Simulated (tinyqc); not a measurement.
# Sub-threshold conduction and electro-thermal threshold of an amorphous chalcogenide: effects of single changes

Trap-limited conduction: I = I0 exp(-Ea/kB T) sinh(q V dz/(2 ua kB T)), I0 = 2 q A Nt dz/ta. One lumped temperature T = T0 + Rt I V. The threshold is the largest V for which a steady state exists on the low-current branch.

Inputs (values chosen for the exercise); values of the order of Ge-Sb-Te and related chalcogenides:

| symbol | value | unit | meaning |
|---|---|---|---|
| T0 | 300 | K | ambient temperature |
| A | 2400 | nm^2 | cross-section |
| ua | 29 | nm | amorphous thickness |
| dz | 8.7 | nm | distance between traps |
| Ea | 0.29 | eV | activation energy |
| Nt | 7e18 | cm^-3 | trap density |
| ta | 1e-15 | s | attempt time |
| Rt | 2 | K/uW | thermal resistance |
| nu | 0.1 |  | drift exponent |

Constants: q = 1.602176634e-19 C, kB = 1.380649e-23 J/K. Results are converted to the units shown.

Each table varies one quantity; the others keep the values above.

## Resistance drift

The low-field resistance drifts as R = R0 (t/1 s)^nu, R0 = 2 ua kB T0 exp(Ea/kB T0)/(q dz I0). Read as a growth of Ea, this is dEa = nu kB T0 ln(t/1 s).

Result of one run:

| t (s) | R (Mohm) | R/R0 | dEa (meV) |
|---|---|---|---|
| 1 | 0.2739 | 1.000 | 0 |

What becomes of these results when the time after the reset t is changed from 1 to 1e6 s, all else the same?

Result of the changed run:

| t (s) | R (Mohm) | R/R0 | dEa (meV) |
|---|---|---|---|
| 1e6 | 1.090 | 3.981 | 35.72 |

The whole series:

| t (s) | R (Mohm) | R/R0 | dEa (meV) |
|---|---|---|---|
| 0.001 | 0.1373 | 0.5012 | -17.86 |
| 0.1 | 0.2176 | 0.7943 | -5.953 |
| 1 | 0.2739 | 1.000 | 0 |
| 100 | 0.4341 | 1.585 | 11.91 |
| 10000 | 0.6880 | 2.512 | 23.81 |
| 1e6 | 1.090 | 3.981 | 35.72 |
| 3e8 | 1.929 | 7.042 | 50.46 |

R grows by a factor of 1.26 a decade and 7.04 from 1 s to 3e8 s. A level that lies a factor of 3 below a fixed read threshold at 1 s reaches it after 59000 s.

## Threshold against ambient temperature

Same model as above.

The threshold is the first local maximum over T of the V that solves Rt I(V, T) V = T - T0.

Threshold against ambient temperature:

| T0 (K) | Vth (V) | T - T0 (K) | Ith (uA) | field (MV/cm) |
|---|---|---|---|---|
| 230 | 0.8607 | 38.66 | 22.46 | 0.2968 |
| 260 | 0.7633 | 45.98 | 30.12 | 0.2632 |
| 300 | 0.6467 | 57.01 | 44.08 | 0.2230 |
| 330 | 0.5695 | 66.65 | 58.52 | 0.1964 |
| 360 | 0.5018 | 78.03 | 77.76 | 0.1730 |
| 400 | 0.4268 | 97.18 | 113.9 | 0.1472 |

Vth falls from 0.861 to 0.427 V, on average -2.55 mV/K, and the rise at threshold rises from 38.7 to 97.2 K: a warmer layer conducts more and needs less field to reach runaway.

Range of the model: Purely electronic switching mechanisms, filaments and series resistance are left out.

tinyqc, about 0.01 s, one thread, Intel Xeon 2.30GHz (shared host): `OMP_NUM_THREADS=1 python tinyqc.py 2490123 2490124 out.jsonl`
